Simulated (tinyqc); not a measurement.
# Read current of a NAND string, cells in series solved by shooting, step by step

Program tinyqc, `OMP_NUM_THREADS=1 python tinyqc.py 2142136 2142137 out.jsonl`; Intel Xeon 2.30GHz, shared host, one thread, about 0.4 s. Printed values are rounded.

Cells in series, numbered from 0 at the source line (0 V) to the bit line, each followed by a gap resistance Rg. A cell with gate Vg, threshold VT, source Vs and drain Vd passes I = 2 nf K Vt^2 [F(Vs) - F(Vd)]/(1 + th max(Vg - VT, 0)), F(V) = ln^2(1 + exp((Vg - VT - nf V)/(2 nf Vt))). The selected cell has Vg = Vr, the others Vg = Vp.

Inputs (values chosen for the exercise); values of the order met in vertical NAND strings:

| symbol | value | unit | meaning |
|---|---|---|---|
| T | 300 | K | temperature |
| K | 6.1 | uA/V^2 | gain factor of a cell |
| nf | 1.7 |  | slope factor |
| th | 0.19 | 1/V | mobility reduction factor |
| Rg | 6.1 | kohm | resistance of the gap between cells |
| Vbl | 0.3 | V | bit-line voltage |
| Vp | 6.4 | V | pass voltage |
| Vr | 2.38 | V | read voltage on the selected word line |

Constants: q = 1.602176634e-19 C, kB = 1.380649e-23 J/K, Vt = kB T/q. Results are converted to the units shown.

## Step 1: node voltages for a trial current

first trial current = 0.38 uA
thresholds from the source end, cell 0 to 4 (V): [4.4, 0.4, -2.3, 4.4, -2.3]

For a trial current I start at 0 V and, cell by cell (the selected one is cell 1), solve for the drain: sqrt(F(Vd)) = sqrt(F(Vs) - I/k), k = 2 nf K Vt^2/(1 + th max(Vg - VT, 0)), Vd = [Vg - VT - 2 nf Vt ln(exp(sqrt F) - 1)]/nf, then add I Rg.

node voltage after each cell and gap, trial 1, cell 0 to 4 (V): [0.0461169, 0.0944653, 0.116174, 0.167309, 0.189305]

## Step 2: node voltages for a trial current

second trial current = 0.52 uA

As before.

node voltage after each cell and gap, trial 2, cell 0 to 4 (V): [0.0635405, 0.131274, 0.161198, 0.234984, 0.265478]

## Course of the secant iteration

Secant steps on the end voltage less Vbl, from the two trials; a trial above the saturation current of a cell has no solution and is moved halfway to the previous trial. Stop below 1e-9 V.

Course of the iteration:

| iteration | I (uA) | end voltage - Vbl (V) | halvings |
|---|---|---|---|
| 1 | 0.583448 | 1.45e-3 | 0 |
| 2 | 0.580889 | -1.93e-5 | 0 |
| 3 | 0.580922 | -1.08e-8 | 0 |
| 4 | 0.580922 | 7.87e-14 | 0 |

Converged in 4 iterations to I = 0.58092 uA. The selected cell takes 24.3 % of the bit-line voltage and the gaps together 5.91 %.
